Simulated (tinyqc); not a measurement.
# Modulation-doped quantum well, Poisson-Schroedinger loop: effect of the temperature

A well of width L centred at z = 0 between barriers Vb; effective-mass electrons, parabolic bands. The electrons come from donor sheets outside the mesh, a share fL of Ns on the left and the rest on the right, so the structure is neutral. Energies are counted from the band edge of the well, with U = 0 on the first node in the Hartree part.

Schroedinger equation -C d/dz (1/m) dpsi/dz + (V0 + U) psi = E psi, C = hbar^2/(2 m0), on a fine mesh (400 intervals across the well) with hard walls 4.95 nm outside the well edges (to within half a fine step); the lowest 2 levels are kept. V0 = 0 in the well and Vb outside, plus q Fz z (1 kV/cm = 1e-4 eV/nm). N_k = D Vt ln(1 + exp((EF - E_k)/Vt)), D = md m0 q/(pi hbar^2), sum N_k = Ns; n = sum N_k |psi_k|^2. dU/dz = q (fL Ns - integral of n from the left)/(eps0 eps_r). The loop is converged to 1e-9 eV; shares under 0.001 % are printed as 0.

Parameters, values chosen for the exercise; material values close to those of GaAs in AlGaAs:

| symbol | value | unit | meaning |
|---|---|---|---|
| mw | 0.0688 | m0 | mass along z in the well |
| mb | 0.0897 | m0 | mass along z in the barriers |
| md | 0.0664 | m0 | in-plane mass |
| Vb | 0.247 | eV | barrier height |
| eps_r | 13.2 |  | relative permittivity (all layers) |
| L | 6.3 | nm | well width |
| Ns | 3.6e11 | cm^-2 | sheet density of electrons |
| fL | 1 |  | share of the donors on the left side |
| Fz | -36 | kV/cm | applied field along z |

Constants: q = 1.602176634e-19 C, kB = 1.380649e-23 J/K, hbar = 1.054571817e-34 J s, m0 = 9.1093837015e-31 kg, Vt = kB T/q, eps0 = 8.8541878128e-14 F/cm where lengths are in cm, hbar^2/(2 m0) = 0.0380998212 eV nm^2. Results are converted to the units shown.

Effect of the temperature:
columns A: T (K); B: E2 - E1 (meV); C: EF - E1 (meV); D: share of E2 (%); E: centroid (nm); F: charge in the barriers (%); G: range of U in the well (meV)
```
A      B      C        D       E     F     G
4    153   13.0        0  0.0504  8.59  15.8
20   153   13.0        0  0.0504  8.59  15.8
50   153   12.8        0  0.0504  8.59  15.8
100  153   10.8        0  0.0504  8.59  15.8
150  153   7.08  0.00128  0.0504  8.59  15.8
200  153   2.00   0.0213  0.0504  8.59  15.8
300  153  -11.2    0.353  0.0504  8.69  15.8
400  153  -27.6     1.42  0.0505  9.02  15.8
```

Read the table: what changes, and by how much?

As T goes from 4 to 400, E2 - E1 stays near 153 meV, EF - E1 falls from 13.0 to -27.6 meV and the share of E2 rises from 0 to 1.42 %. EF stays below E2 throughout. In every row E2 or EF lies over 150 meV above E1, where non-parabolicity matters for so light a mass.

Program tinyqc, `OMP_NUM_THREADS=1 python tinyqc.py 2140063 2140064 out.jsonl`; Intel Xeon 2.30GHz, shared host, one thread, about 0.2 s.
